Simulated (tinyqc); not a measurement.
Uniformly doped HEMT, charge control: effect of the share of ns that counts in the confining field.

A two-dimensional electron gas of density ns under a barrier. EF and the subbands are counted from the conduction-band edge of the channel at the interface. Two subbands of a triangular well with an infinite wall, parabolic band, no carriers in the barrier.

Fully depleted barrier with eb = ebr: Vp = q ND (d - ds)^2/(2 eps0 eb); donors per area ND (d - ds); Voff = phiB - dEc - Vp. F = q (eta ns + Nb)/(eps0 ec) in eV/nm; E_k = a_k (C F^2/me)^(1/3), a_0 = 2.338107, a_1 = 4.087949, C = hbar^2/(2 m0); D = me m0 q/(pi hbar^2); ns = D Vt [ln(1 + exp((EF - E_0)/Vt)) + ln(1 + exp((EF - E_1)/Vt))], which gives EF = E_0 + Vt ln{2 s/[(1 + u) + sqrt((1 + u)^2 + 4 u s)]} with s = exp(ns/(D Vt)) - 1, u = exp((E_0 - E_1)/Vt). Charge control: ns + Nb = eps0 eb (Vg - Voff - EF)/(q d). Gate capacitance C = q dns/dVg = eps0 eb/(d + dd), dd = (eps0 eb/q) dEF/dns.

Parameters, values chosen for the exercise; material values close to those of InGaP on GaAs:
```
symbol,value,unit,meaning
T,400,K,temperature
d,30,nm,barrier thickness from gate to channel
ds,3,nm,undoped spacer next to the channel
me,0.0659,m0,electron mass in the channel
ec,13,,relative permittivity of the channel
ebr,11.8,,relative permittivity of the barrier
phiB,0.961,eV,barrier height of the gate
dEc,0.127,eV,conduction-band offset
ND,5.1e17,cm^-3,donor density of the doped part
Nb,2.2e10,cm^-2,depletion charge of the buffer
Vg,0.82,V,gate voltage
```

Constants: q = 1.602176634e-19 C, kB = 1.380649e-23 J/K, hbar = 1.054571817e-34 J s, m0 = 9.1093837015e-31 kg, Vt = kB T/q, eps0 = 8.8541878128e-14 F/cm where lengths are in cm, hbar^2/(2 m0) = 0.0380998212 eV nm^2. Results are converted to the units shown.

The same in every row: Voff (V) = 0.5489.

Effect of the share of ns that counts in the confining field:

| eta | ns (cm^-2) | EF (eV) | EF - E_0 (eV) | second subband (%) | dd (nm) | C (uF/cm^2) | EF/dEc |
|---|---|---|---|---|---|---|---|
| 0.4 | 5.302e11 | 0.01702 | -0.02579 | 30.65 | 8.912 | 0.2685 | 0.1340 |
| 0.5 | 5.175e11 | 0.02287 | -0.02545 | 28.37 | 9.677 | 0.2633 | 0.1801 |
| 0.6 | 5.061e11 | 0.02812 | -0.02523 | 26.37 | 10.39 | 0.2587 | 0.2214 |
| 0.7 | 4.957e11 | 0.03289 | -0.02510 | 24.59 | 11.06 | 0.2545 | 0.2590 |
| 0.8 | 4.862e11 | 0.03727 | -0.02503 | 23.00 | 11.69 | 0.2506 | 0.2934 |
| 0.9 | 4.774e11 | 0.04132 | -0.02502 | 21.56 | 12.30 | 0.2470 | 0.3254 |
| 1 | 4.692e11 | 0.04510 | -0.02506 | 20.26 | 12.89 | 0.2436 | 0.3551 |

As eta goes from 0.4 to 1, ns falls from 5.30e11 to 4.69e11 cm^-2, EF rises from 0.0170 to 0.0451 eV and C falls from 0.269 to 0.244 uF/cm^2. Voff stays at 0.549 V. The second subband holds over 20 % for eta = 0.4, 0.5, 0.6, 0.7, 0.8, 0.9, 1, where the higher subbands left out would add electrons. For eta = 0.4, 0.5, 0.6, 0.7, 0.8, 0.9, 1 the band minimum in the barrier comes within 3 Vt of EF or below it, so the barrier is no longer depleted and takes electrons that the model puts in the channel.

Program tinyqc, `OMP_NUM_THREADS=1 python tinyqc.py 2180133 2180134 out.jsonl`; Intel Xeon 2.30GHz, shared host, one thread, about 0.01 s.
